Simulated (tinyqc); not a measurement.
CCD on RHF in the sto-3g basis, for BeH2, spin multiplicity 1, step by step (part 1 of 2). Computed by tinyqc, a small Python program that keeps every step (integrals from PySCF). Settings: charge = 0, multiplicity = 1, basis = sto-3g, method = RHF, energy threshold = 1e-10, iteration cap = 65, orthogonalisation = symmetric, start = Wolfsberg-Helmholz matrix, DIIS depth = 6, amplitude equations = CCD, DIIS depth for amplitudes = 4, cap on updates = 57. Command: `OMP_NUM_THREADS=1 python tinyqc.py 23728 23729 out.jsonl` (the two numbers bound the seeds that draw the settings). One thread of a shared host (Intel(R) Xeon(R) Processor @ 2.60GHz), about 0.1 s of CPU time with the checks. The early iterations of the SCF are left out here.

## One-electron integrals

Geometry (angstrom):
```
atom         x          y         z
Be    0.000000   0.000000  0.000000
H     0.000000   1.272000  0.000000
H     0.000000  -1.244000  0.000000
```

Basis sto-3g: exponents (1/bohr^2) and contraction coefficients of normalised primitives:
```
element  l (shell)   exponent  coefficient
Be           s (1)  30.167871     0.154329
Be           s (1)   5.495115     0.535328
Be           s (1)   1.487193     0.444635
Be           s (2)   1.314833    -0.099967
Be           s (2)   0.305539     0.399513
Be           s (2)   0.099371     0.700115
Be           p (3)   1.314833     0.155916
Be           p (3)   0.305539     0.607684
Be           p (3)   0.099371     0.391957
H            s (1)   3.425251     0.154329
H            s (1)   0.623914     0.535328
H            s (1)   0.168855     0.444635
```

Overlap, kinetic and nuclear-attraction integrals over the contracted functions; the nuclear repulsion is the sum of Za Zb / Rab.

nuclear repulsion = 3.57593853 hartree

overlap S, order 1Be 1s, 1Be 2s, 1Be 2px, 1Be 2py, 1Be 2pz, 2H 1s, 3H 1s:
$$\begin{pmatrix}
1.000000 & 0.259517 & 0.000000 & 0.000000 & 0.000000 & 0.080757 & 0.085921 \\
0.259517 & 1.000000 & 0.000000 & 0.000000 & 0.000000 & 0.487696 & 0.499225 \\
0.000000 & 0.000000 & 1.000000 & 0.000000 & 0.000000 & 0.000000 & 0.000000 \\
0.000000 & 0.000000 & 0.000000 & 1.000000 & 0.000000 & 0.544060 & -0.550916 \\
0.000000 & 0.000000 & 0.000000 & 0.000000 & 1.000000 & 0.000000 & 0.000000 \\
0.080757 & 0.487696 & 0.000000 & 0.544060 & 0.000000 & 1.000000 & 0.048051 \\
0.085921 & 0.499225 & 0.000000 & -0.550916 & 0.000000 & 0.048051 & 1.000000
\end{pmatrix}$$

kinetic energy T (hartree), order 1Be 1s, 1Be 2s, 1Be 2px, 1Be 2py, 1Be 2pz, 2H 1s, 3H 1s:
$$\begin{pmatrix}
6.693975 & -0.033012 & 0.000000 & 0.000000 & 0.000000 & -0.016679 & -0.016461 \\
-0.033012 & 0.211111 & 0.000000 & 0.000000 & 0.000000 & 0.080095 & 0.084850 \\
0.000000 & 0.000000 & 0.660592 & 0.000000 & 0.000000 & 0.000000 & 0.000000 \\
0.000000 & 0.000000 & 0.000000 & 0.660592 & 0.000000 & 0.217274 & -0.227128 \\
0.000000 & 0.000000 & 0.000000 & 0.000000 & 0.660592 & 0.000000 & 0.000000 \\
-0.016679 & 0.080095 & 0.000000 & 0.217274 & 0.000000 & 0.760032 & -0.010565 \\
-0.016461 & 0.084850 & 0.000000 & -0.227128 & 0.000000 & -0.010565 & 0.760032
\end{pmatrix}$$

nuclear attraction V (hartree), order 1Be 1s, 1Be 2s, 1Be 2px, 1Be 2py, 1Be 2pz, 2H 1s, 3H 1s:
$$\begin{pmatrix}
-15.402496 & -2.117602 & 0.000000 & 0.000908 & 0.000000 & -0.660180 & -0.703871 \\
-2.117602 & -3.086031 & 0.000000 & 0.003402 & 0.000000 & -1.487671 & -1.536755 \\
0.000000 & 0.000000 & -2.983696 & 0.000000 & 0.000000 & 0.000000 & 0.000000 \\
0.000908 & 0.003402 & 0.000000 & -3.235474 & 0.000000 & -1.624466 & 1.662000 \\
0.000000 & 0.000000 & 0.000000 & 0.000000 & -2.983696 & 0.000000 & 0.000000 \\
-0.660180 & -1.487671 & 0.000000 & -1.624466 & 0.000000 & -3.083631 & -0.171169 \\
-0.703871 & -1.536755 & 0.000000 & 1.662000 & 0.000000 & -0.171169 & -3.118574
\end{pmatrix}$$

core Hamiltonian H = T + V (hartree), order 1Be 1s, 1Be 2s, 1Be 2px, 1Be 2py, 1Be 2pz, 2H 1s, 3H 1s:
$$\begin{pmatrix}
-8.708521 & -2.150614 & 0.000000 & 0.000908 & 0.000000 & -0.676858 & -0.720331 \\
-2.150614 & -2.874921 & 0.000000 & 0.003402 & 0.000000 & -1.407577 & -1.451906 \\
0.000000 & 0.000000 & -2.323104 & 0.000000 & 0.000000 & 0.000000 & 0.000000 \\
0.000908 & 0.003402 & 0.000000 & -2.574882 & 0.000000 & -1.407192 & 1.434872 \\
0.000000 & 0.000000 & 0.000000 & 0.000000 & -2.323104 & 0.000000 & 0.000000 \\
-0.676858 & -1.407577 & 0.000000 & -1.407192 & 0.000000 & -2.323600 & -0.181734 \\
-0.720331 & -1.451906 & 0.000000 & 1.434872 & 0.000000 & -0.181734 & -2.358542
\end{pmatrix}$$

## Two-electron integrals

Functions are numbered as in S; the eight-fold symmetry (ij|kl) = (ji|kl) = (kl|ij) leaves the list below.

Two-electron integrals (ij|kl) in chemists' order, unique and non-zero (hartree):
```
(11|11) 2.298831    (21|11) 0.392036    (21|21) 0.079539    (22|11) 0.570988
(22|21) 0.143041    (22|22) 0.417683    (31|31) 0.014607    (32|31) 0.021888
(32|32) 0.092265    (33|11) 0.569578    (33|21) 0.143083    (33|22) 0.417589
(33|33) 0.449859    (41|41) 0.014607    (42|41) 0.021888    (42|42) 0.092265
(43|43) 0.024249    (44|11) 0.569578    (44|21) 0.143083    (44|22) 0.417589
(44|33) 0.401360    (44|44) 0.449859    (51|51) 0.014607    (52|51) 0.021888
(52|52) 0.092265    (53|53) 0.024249    (54|54) 0.024249    (55|11) 0.569578
(55|21) 0.143083    (55|22) 0.417589    (55|33) 0.401360    (55|44) 0.401360
(55|55) 0.449859    (61|11) 0.121120    (61|21) 0.024534    (61|22) 0.044362
(61|33) 0.044035    (61|41) 0.002225    (61|42) 0.004115    (61|44) 0.045042
(61|55) 0.044035    (61|61) 0.007953    (62|11) 0.247095    (62|21) 0.062557
(62|22) 0.193546    (62|33) 0.186779    (62|41) 0.008239    (62|42) 0.046703
(62|44) 0.206908    (62|55) 0.186779    (62|61) 0.021271    (62|62) 0.124838
(63|31) 0.006301    (63|32) 0.027986    (63|43) 0.008504    (63|63) 0.012869
(64|11) 0.249464    (64|21) 0.064020    (64|22) 0.207937    (64|33) 0.195703
(64|41) 0.013605    (64|42) 0.073449    (64|44) 0.232187    (64|55) 0.195703
(64|61) 0.022971    (64|62) 0.153750    (64|64) 0.197811    (65|51) 0.006301
(65|52) 0.027986    (65|54) 0.008504    (65|65) 0.012869    (66|11) 0.410888
(66|21) 0.105999    (66|22) 0.363022    (66|33) 0.336841    (66|41) 0.017926
(66|42) 0.125033    (66|44) 0.415063    (66|55) 0.336841    (66|61) 0.037367
(66|62) 0.286869    (66|64) 0.377846    (66|66) 0.774606    (71|11) 0.129038
(71|21) 0.026128    (71|22) 0.047210    (71|33) 0.046861    (71|41) -0.002377
(71|42) -0.004379   (71|44) 0.047934    (71|55) 0.046861    (71|61) 0.007704
(71|62) 0.019102    (71|64) 0.018659    (71|66) 0.031708    (71|71) 0.009022
(72|11) 0.255900    (72|21) 0.064739    (72|22) 0.199389    (72|33) 0.192527
(72|41) -0.008526   (72|42) -0.047702   (72|44) 0.212937    (72|55) 0.192527
(72|61) 0.018577    (72|62) 0.072644    (72|64) 0.069745    (72|66) 0.125167
(72|71) 0.023418    (72|72) 0.131200    (73|31) 0.006616    (73|32) 0.029131
(73|43) -0.008755   (73|63) 0.006318    (73|73) 0.013767    (74|11) -0.255665
(74|21) -0.065580   (74|22) -0.212044   (74|33) -0.199603   (74|41) 0.014115
(74|42) 0.075162    (74|44) -0.236704   (74|55) -0.199603   (74|61) -0.017933
(74|62) -0.068751   (74|64) -0.061820   (74|66) -0.114798   (74|71) -0.025072
(74|72) -0.160135   (74|74) 0.204617    (75|51) 0.006616    (75|52) 0.029131
(75|54) -0.008755   (75|65) 0.006318    (75|75) 0.013767    (76|11) 0.031006
(76|21) 0.007647    (76|22) 0.021309    (76|33) 0.020953    (76|41) 0.000009
(76|42) 0.000070    (76|44) 0.022012    (76|55) 0.020953    (76|61) 0.002385
(76|62) 0.010175    (76|64) 0.011139    (76|66) 0.019664    (76|71) 0.002534
(76|72) 0.010396    (76|74) -0.011227   (76|76) 0.001111    (77|11) 0.419514
(77|21) 0.108152    (77|22) 0.367709    (77|33) 0.341315    (77|41) -0.018544
(77|42) -0.126545   (77|44) 0.420156    (77|55) 0.341315    (77|61) 0.030363
(77|62) 0.122842    (77|64) 0.114280    (77|66) 0.210231    (77|71) 0.040620
(77|72) 0.294837    (77|74) -0.385278   (77|76) 0.019664    (77|77) 0.774606
```

## Orthogonalisation

S = U s U^T; symmetric (Loewdin) form X = U s^(-1/2) U^T, so that X^T S X = 1.

eigenvalues of S: [0.200975, 0.308998, 0.929545, 1.000000, 1.000000, 1.749809, 1.810672]

X, order 1Be 1s, 1Be 2s, 1Be 2px, 1Be 2py, 1Be 2pz, 2H 1s, 3H 1s:
$$\begin{pmatrix}
1.028094 & -0.151964 & 0.000000 & -0.000627 & 0.000000 & 0.015115 & 0.013193 \\
-0.151964 & 1.310279 & 0.000000 & -0.011894 & 0.000000 & -0.344873 & -0.365721 \\
0.000000 & 0.000000 & 1.000000 & 0.000000 & 0.000000 & 0.000000 & 0.000000 \\
-0.000627 & -0.011894 & 0.000000 & 1.469641 & 0.000000 & -0.512570 & 0.528802 \\
0.000000 & 0.000000 & 0.000000 & 0.000000 & 1.000000 & 0.000000 & 0.000000 \\
0.015115 & -0.344873 & 0.000000 & -0.512570 & 0.000000 & 1.367433 & -0.136437 \\
0.013193 & -0.365721 & 0.000000 & 0.528802 & 0.000000 & -0.136437 & 1.390484
\end{pmatrix}$$

## Iteration 6 (converged): orbitals

converged F (hartree), order 1Be 1s, 1Be 2s, 1Be 2px, 1Be 2py, 1Be 2pz, 2H 1s, 3H 1s:
$$\begin{pmatrix}
-4.513870 & -1.288170 & 0.000000 & 0.000283 & 0.000000 & -0.411579 & -0.437521 \\
-1.288170 & -0.648791 & 0.000000 & 0.004411 & 0.000000 & -0.444521 & -0.456443 \\
0.000000 & 0.000000 & 0.209707 & 0.000000 & 0.000000 & 0.000000 & 0.000000 \\
0.000283 & 0.004411 & 0.000000 & -0.271324 & 0.000000 & -0.342384 & 0.346148 \\
0.000000 & 0.000000 & 0.000000 & 0.000000 & 0.209707 & 0.000000 & 0.000000 \\
-0.411579 & -0.444521 & 0.000000 & -0.342384 & 0.000000 & -0.343986 & -0.069319 \\
-0.437521 & -0.456443 & 0.000000 & 0.346148 & 0.000000 & -0.069319 & -0.358295
\end{pmatrix}$$

Diagonalise F' = X^T F X, C = X C', fill 3 alpha and 3 beta electrons from the bottom; D = 2 C_occ C_occ^T. Each column has its largest component positive (the first on a tie).

F' = X^T F X (hartree):
$$\begin{pmatrix}
-4.404490 & -0.679498 & 0.000000 & -0.002736 & 0.000000 & -0.081406 & -0.094304 \\
-0.679498 & -0.063990 & 0.000000 & -0.005675 & 0.000000 & -0.352091 & -0.365488 \\
0.000000 & 0.000000 & 0.209707 & 0.000000 & 0.000000 & 0.000000 & 0.000000 \\
-0.002736 & -0.005675 & 0.000000 & 0.314924 & 0.000000 & -0.518593 & 0.528226 \\
0.000000 & 0.000000 & 0.000000 & 0.000000 & 0.209707 & 0.000000 & 0.000000 \\
-0.081406 & -0.352091 & 0.000000 & -0.518593 & 0.000000 & 0.130961 & -0.157818 \\
-0.094304 & -0.365488 & 0.000000 & 0.528226 & 0.000000 & -0.157818 & 0.138190
\end{pmatrix}$$

orbital energies (hartree): MO1 -4.517359, MO2 -0.470514, MO3 -0.436398, MO4 0.209707, MO5 0.209707, MO6 0.495625, MO7 1.044241

coefficients C, order 1Be 1s, 1Be 2s, 1Be 2px, 1Be 2py, 1Be 2pz, 2H 1s, 3H 1s:
$$\begin{pmatrix}
0.991746 & -0.230361 & -0.017432 & 0.000000 & 0.000000 & -0.208662 & 0.001601 \\
0.031455 & 0.537008 & 0.046849 & 0.000000 & 0.000000 & 1.303418 & -0.047890 \\
0.000000 & 0.000000 & 0.000000 & -0.536102 & 0.844153 & 0.000000 & 0.000000 \\
0.000109 & -0.041017 & 0.504973 & 0.000000 & 0.000000 & 0.018153 & 1.563757 \\
0.000000 & 0.000000 & 0.000000 & 0.844153 & 0.536102 & 0.000000 & 0.000000 \\
-0.002136 & 0.362446 & 0.429668 & 0.000000 & 0.000000 & -0.872164 & -1.092577 \\
-0.001696 & 0.427688 & -0.363784 & 0.000000 & 0.000000 & -0.848780 & 1.153227
\end{pmatrix}$$

D after iteration 6, order 1Be 1s, 1Be 2s, 1Be 2px, 1Be 2py, 1Be 2pz, 2H 1s, 3H 1s:
$$\begin{pmatrix}
2.073863 & -0.186654 & 0.000000 & 0.001509 & 0.000000 & -0.186203 & -0.187727 \\
-0.186654 & 0.583124 & 0.000000 & 0.003269 & 0.000000 & 0.429397 & 0.425152 \\
0.000000 & 0.000000 & 0.000000 & 0.000000 & 0.000000 & 0.000000 & 0.000000 \\
0.001509 & 0.003269 & 0.000000 & 0.513360 & 0.000000 & 0.404208 & -0.402487 \\
0.000000 & 0.000000 & 0.000000 & 0.000000 & 0.000000 & 0.000000 & 0.000000 \\
-0.186203 & 0.429397 & 0.000000 & 0.404208 & 0.000000 & 0.631972 & -0.002578 \\
-0.187727 & 0.425152 & 0.000000 & -0.402487 & 0.000000 & -0.002578 & 0.630517
\end{pmatrix}$$

Within a degenerate level the vectors are fixed only up to a rotation; this is one choice.

## Convergence

Stop when the energy changes by less than 1e-10 hartree and every element of the error matrix X^T (F D S - S D F) X is below 3e-06.

Course of the cycle:
```
iteration   E (hartree)     change  largest element of the error matrix
1          -15.55141882          -                             1.21e-01
2          -15.56009368  -8.67e-03                             1.17e-02
3          -15.56023080  -1.37e-04                             8.39e-04
4          -15.56023217  -1.37e-06                             1.13e-05
5          -15.56023217  -1.55e-10                             4.38e-07
6          -15.56023217  -2.20e-13                             3.03e-08
```

PySCF RHF in the same basis = -15.56023217 hartree

Converged in 6 iterations.

## Integrals over molecular orbitals

(pq|rs) = sum C_ip C_jq C_kr C_ls (ij|kl), one index at a time.

one-electron integrals over orbitals h = C^T H C (hartree):
$$\begin{pmatrix}
-8.696770 & 0.232858 & 0.018032 & 0.000000 & 0.000000 & 0.185843 & -0.000767 \\
0.232858 & -2.524968 & 0.006545 & 0.000000 & 0.000000 & -0.141169 & 0.017221 \\
0.018032 & 0.006545 & -2.490161 & 0.000000 & 0.000000 & -0.022938 & -0.261349 \\
0.000000 & 0.000000 & 0.000000 & -2.323104 & 0.000000 & 0.000000 & 0.000000 \\
0.000000 & 0.000000 & 0.000000 & 0.000000 & -2.323104 & 0.000000 & 0.000000 \\
0.185843 & -0.141169 & -0.022938 & 0.000000 & 0.000000 & -1.918346 & -0.003460 \\
-0.000767 & 0.017221 & -0.261349 & 0.000000 & 0.000000 & -0.003460 & -1.759287
\end{pmatrix}$$

Two-electron integrals over orbitals (pq|rs), unique and non-zero (hartree):
```
(11|11) 2.271424    (21|11) -0.204213   (21|21) 0.028190    (22|11) 0.500115
(22|21) -0.006968   (22|22) 0.411853    (31|11) -0.015435   (31|21) 0.001562
(31|22) -0.003206   (31|31) 0.006586    (32|11) -0.000118   (32|21) -0.001661
(32|22) -0.028879   (32|31) 0.015208    (32|32) 0.161358    (33|11) 0.471267
(33|21) -0.003235   (33|22) 0.415960    (33|31) 0.002155    (33|32) 0.024132
(33|33) 0.447254    (41|41) 0.015768    (42|41) 0.015419    (42|42) 0.050149
(43|41) 0.001224    (43|42) 0.002679    (43|43) 0.015607    (44|11) 0.569168
(44|21) -0.008372   (44|22) 0.374843    (44|31) -0.000612   (44|32) -0.000225
(44|33) 0.363156    (44|44) 0.449859    (51|51) 0.015768    (52|51) 0.015419
(52|52) 0.050149    (53|51) 0.001224    (53|52) 0.002679    (53|53) 0.015607
(54|54) 0.024249    (55|11) 0.569168    (55|21) -0.008372   (55|22) 0.374843
(55|31) -0.000612   (55|32) -0.000225   (55|33) 0.363156    (55|44) 0.401360
(55|55) 0.449859    (61|11) -0.173096   (61|21) 0.024524    (61|22) -0.007163
(61|31) 0.002097    (61|32) 0.000381    (61|33) -0.004477   (61|44) -0.004251
(61|55) -0.004251   (61|61) 0.021737    (62|11) 0.100026    (62|21) -0.006850
(62|22) -0.029785   (62|31) -3.04e-06   (62|32) 0.008763    (62|33) -0.049518
(62|44) 0.046349    (62|55) 0.046349    (62|61) -0.003196   (62|62) 0.075767
(63|11) 0.012568    (63|21) -0.000298   (63|22) 0.014071    (63|31) -0.003682
(63|32) -0.094462   (63|33) -0.019481   (63|44) 0.005972    (63|55) 0.005972
(63|61) -0.000447   (63|62) 0.002047    (63|63) 0.083518    (64|41) 0.016273
(64|42) 0.047429    (64|43) 0.004148    (64|64) 0.051098    (65|51) 0.016273
(65|52) 0.047429    (65|53) 0.004148    (65|65) 0.051098    (66|11) 0.479145
(66|21) -0.006378   (66|22) 0.403024    (66|31) -0.000121   (66|32) 0.003566
(66|33) 0.415327    (66|44) 0.371615    (66|55) 0.371615    (66|61) -0.005652
(66|62) -0.037831   (66|63) -0.006480   (66|66) 0.417565    (71|11) 0.001357
(71|21) -0.001237   (71|22) -0.003531   (71|31) 0.011784    (71|32) 0.020961
(71|33) 0.003457    (71|44) -0.000031   (71|55) -0.000031   (71|61) 0.000250
(71|62) 0.000483    (71|63) -0.002985   (71|66) 0.000608    (71|71) 0.022267
(72|11) -0.010694   (72|21) 0.000298    (72|22) 0.009892    (72|31) 0.002964
(72|32) -0.045895   (72|33) -0.003578   (72|44) -0.004283   (72|55) -0.004283
(72|61) 0.000347    (72|62) -0.011035   (72|63) 0.060142    (72|66) 0.001879
(72|71) 0.006736    (72|72) 0.057017    (73|11) 0.134101    (73|21) -0.005546
(73|22) -0.008664   (73|31) 0.000144    (73|32) -0.000192   (73|33) -0.023635
(73|44) 0.054585    (73|55) 0.054585    (73|61) -0.002982   (73|62) 0.070343
(73|63) 0.010868    (73|66) -0.029455   (73|71) 0.000921    (73|72) -0.003996
(73|73) 0.080394    (74|41) -0.000319   (74|42) -0.002157   (74|43) 0.013750
(74|64) -0.000735   (74|74) 0.016335    (75|51) -0.000319   (75|52) -0.002157
(75|53) 0.013750    (75|65) -0.000735   (75|75) 0.016335    (76|11) 0.001476
(76|21) -0.001186   (76|22) -0.023512   (76|31) 0.011831    (76|32) 0.141571
(76|33) 0.023808    (76|44) -0.000263   (76|55) -0.000263   (76|61) 0.000320
(76|62) 0.006892    (76|63) -0.096858   (76|66) 0.005153    (76|71) 0.016210
(76|72) -0.058713   (76|73) -0.002114   (76|76) 0.142031    (77|11) 0.586860
(77|21) -0.009531   (77|22) 0.438750    (77|31) -0.001014   (77|32) -0.007117
(77|33) 0.455993    (77|44) 0.395277    (77|55) 0.395277    (77|61) -0.009129
(77|62) -0.043855   (77|63) 0.000733    (77|66) 0.444008    (77|71) -0.000112
(77|72) 0.006097    (77|73) -0.017319   (77|76) -0.004339   (77|77) 0.500689
```

## CCD: starting amplitudes

t_ij^ab = <ij||ab> / (e_i + e_j - e_a - e_b), whose energy is MP2.

Starting amplitudes (spin orbitals 1a, 1b, ...; amplitudes related by a flip of all spins are not repeated; the 24 largest):
```
from      to          t
3a 3b  6a 6b  -0.044805
2a 2b  6a 6b  -0.039211
2a 2b  5a 5b  -0.036862
2a 2b  4a 4b  -0.036862
2a 3b  6a 7b  -0.028749
3a 3b  7a 7b  -0.027148
2a 3b  6b 7a   0.024580
2a 2b  7a 7b  -0.018821
3a 3b  5a 5b  -0.012078
3a 3b  4a 4b  -0.012078
3a 3b  6a 7b  -0.004504
2a 2b  6a 7b   0.004448
2a 3a  6a 7a  -0.004169
1a 2b  5a 5b  -0.002852
1a 2b  4a 4b  -0.002852
1a 1b  6a 6b  -0.002168
2a 3b  5a 5b  -0.002020
2a 3b  4a 4b  -0.002020
1a 1b  7a 7b  -0.002002
1a 1b  5a 5b  -0.001668
1a 1b  4a 4b  -0.001668
2a 3b  7a 7b   0.001334
2a 3b  6a 6b  -0.001078
1a 2b  7a 7b  -0.000952
```

correlation energy = -0.02170536 hartree

## CCD: amplitude update 1

t_ij^ab D_ij^ab are set to the remaining terms of the spin-orbital equations, evaluated with the old amplitudes; for the doubles these are <ij||ab> + 1/2 <ab||ef> t_ij^ef + 1/2 <mn||ij> t_mn^ab + P(ij)P(ab) <mb||ej> t_im^ae + terms in t^2, D the orbital-energy denominators.

Amplitudes after update 1 (spin orbitals 1a, 1b, ...; amplitudes related by a flip of all spins are not repeated; the 24 largest):
```
from      to          t
3a 3b  6a 6b  -0.060415
2a 2b  6a 6b  -0.050298
2a 2b  5a 5b  -0.047198
2a 2b  4a 4b  -0.047198
2a 3b  6a 7b  -0.038966
2a 3b  6b 7a   0.034169
3a 3b  7a 7b  -0.034000
2a 2b  7a 7b  -0.023858
3a 3b  5a 5b  -0.009892
3a 3b  4a 4b  -0.009892
3a 3b  6a 7b  -0.006219
2a 2b  6a 7b   0.006016
2a 3a  6a 7a  -0.004797
1a 2b  5a 5b  -0.003128
1a 2b  4a 4b  -0.003128
2a 3b  5a 5b  -0.002999
2a 3b  4a 4b  -0.002999
1a 1b  7a 7b  -0.001849
1a 1b  6a 6b  -0.001782
2a 3b  7a 7b   0.001704
1a 1b  5a 5b  -0.001551
1a 1b  4a 4b  -0.001551
2a 3b  6a 6b  -0.001359
1a 2b  7a 7b  -0.001100
```

correlation energy = -0.02834994 hartree

## CCD: amplitude update 2

As before.

Amplitudes after update 2 (spin orbitals 1a, 1b, ...; amplitudes related by a flip of all spins are not repeated; the 24 largest):
```
from      to          t
3a 3b  6a 6b  -0.066559
2a 2b  6a 6b  -0.053722
2a 2b  5a 5b  -0.050623
2a 2b  4a 4b  -0.050623
2a 3b  6a 7b  -0.042199
2a 3b  6b 7a   0.037312
3a 3b  7a 7b  -0.036049
2a 2b  7a 7b  -0.025584
3a 3b  5a 5b  -0.007092
3a 3b  4a 4b  -0.007092
3a 3b  6a 7b  -0.006780
2a 2b  6a 7b   0.006494
2a 3a  6a 7a  -0.004886
2a 3b  5a 5b  -0.003482
2a 3b  4a 4b  -0.003482
1a 2b  5a 5b  -0.003123
1a 2b  4a 4b  -0.003123
1a 1b  7a 7b  -0.001848
2a 3b  7a 7b   0.001789
1a 1b  6a 6b  -0.001772
1a 1b  5a 5b  -0.001540
1a 1b  4a 4b  -0.001540
2a 3b  6a 6b  -0.001389
1a 2b  7a 7b  -0.001124
```

correlation energy = -0.03050490 hartree
